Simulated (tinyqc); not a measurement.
# Absorption edge of a degenerate semiconductor, band filling against gap narrowing: two studies

n-type, parabolic bands, full ionisation. eta = (EF - Ec)/kB T solves N = Nc F12(eta), F12(x) = (2/sqrt(pi)) int_0^infinity sqrt(u)/(1 + exp(u - x)) du. The gap shrinks rigidly by dEg = a3 y^(1/3) + a4 y^(1/4) + a2 y^(1/2), y = N/1e18 cm^-3, an empirical law that is here taken as the true narrowing.

Inputs (values chosen for the exercise); band and dielectric values close to those of indium phosphide:
- T = 300 K (temperature)
- Eg = 1.36 eV (band gap)
- Nc = 5.84e17 cm^-3 (conduction-band density of states at 300 K, from me)
- me = 0.0815 m0 (electron mass)
- mh = 0.591 m0 (hole mass)
- a3 = 16.6 meV (coefficient of (N/1e18)^(1/3))
- a4 = 2.8 meV (coefficient of (N/1e18)^(1/4))
- a2 = 4.3 meV (coefficient of (N/1e18)^(1/2))

Constants: q = 1.602176634e-19 C, kB = 1.380649e-23 J/K, Vt = kB T/q. Results are converted to the units shown.

Each table varies one quantity; the others keep the values above.

## The optical edge against doping

Vertical transitions need an empty final state: the edge is taken where the state lies 4 kB T below EF, E_opt = Eg - dEg + (1 + me/mh) max(eta - 4, 0) kB T; wavelength h c/(q E_opt).

The optical edge against doping:
```
N (cm^-3),eta,dEg (meV),filling shift (meV),E_opt (eV)
1.6e17,-1.198,12.50,0,1.347
3.3e17,-0.3726,16.06,0,1.344
7e17,0.5981,20.90,0,1.339
1.5e18,1.821,27.37,0,1.333
3.1e18,3.426,35.49,0,1.325
6.5e18,5.883,46.41,55.40,1.369
1.4e19,9.968,61.51,175.6,1.474
2.9e19,16.28,80.65,361.3,1.641
6e19,26.49,106.1,661.6,1.915
```

E_opt goes from 1.35 through a minimum of 1.32 (at N = 3.1e18 cm^-3 among the rows listed) to 1.92 eV, against Eg = 1.36 eV; the filling shift is 0 while eta is below 4. At the end narrowing grows as N^(0.38) and EF - Ec as N^(0.67). Filling therefore wins at high density. For N = 1.4e19, 2.9e19, 6e19 EF lies more than 0.2 eV in the band, where non-parabolicity lowers it markedly.

## Approximations to the Fermi level

With u = N/Nc: Boltzmann ln u; Joyce-Dixon ln u + 0.353553 u - 4.95009e-3 u^2 + 1.48386e-4 u^3 - 4.42563e-6 u^4; degenerate limit (3 sqrt(pi) u/4)^(2/3). The Einstein ratio is D/(mu Vt) = F12/Fm, Fm(x) = dF12/dx = (1/sqrt(pi)) int_0^infinity u^(-1/2)/(1 + exp(u - x)) du.

Approximations to the Fermi level:
```
N (cm^-3),N/Nc,eta,Boltzmann,Joyce-Dixon,degenerate,D/(mu Vt)
3.4e16,0.05822,-2.823,-2.844,-2.823,0.1816,1.021
6.9e16,0.1182,-2.094,-2.136,-2.094,0.2911,1.042
1.4e17,0.2397,-1.344,-1.428,-1.344,0.4666,1.084
2.7e17,0.4623,-0.6091,-0.7715,-0.6091,0.7229,1.161
5.4e17,0.9247,0.2445,-0.07833,0.2445,1.147,1.319
1.1e18,1.884,1.282,0.6332,1.282,1.844,1.634
2.2e18,3.767,2.595,1.326,2.595,2.927,2.212
4.3e18,7.363,4.380,1.996,4.378,4.576,3.202
8.6e18,14.73,7.146,2.690,7.088,7.264,4.926
1.7e19,29.11,11.37,3.371,9.951,11.44,7.677
```

What does the comparison show?

Boltzmann is within 0.1 of eta up to N/Nc = 0.24, Joyce-Dixon within 0.01 up to 7.4, and the degenerate limit is off by 0.073 in the last row. The Einstein ratio rises from 1.02 to 7.68: degenerate carriers diffuse faster for the same mobility.

Range of the model: Band tails, non-parabolic bands and incomplete ionisation are left out.

tinyqc, about 0.01 s, one thread, Intel Xeon 2.30GHz (shared host): `OMP_NUM_THREADS=1 python tinyqc.py 2330009 2330010 out.jsonl`
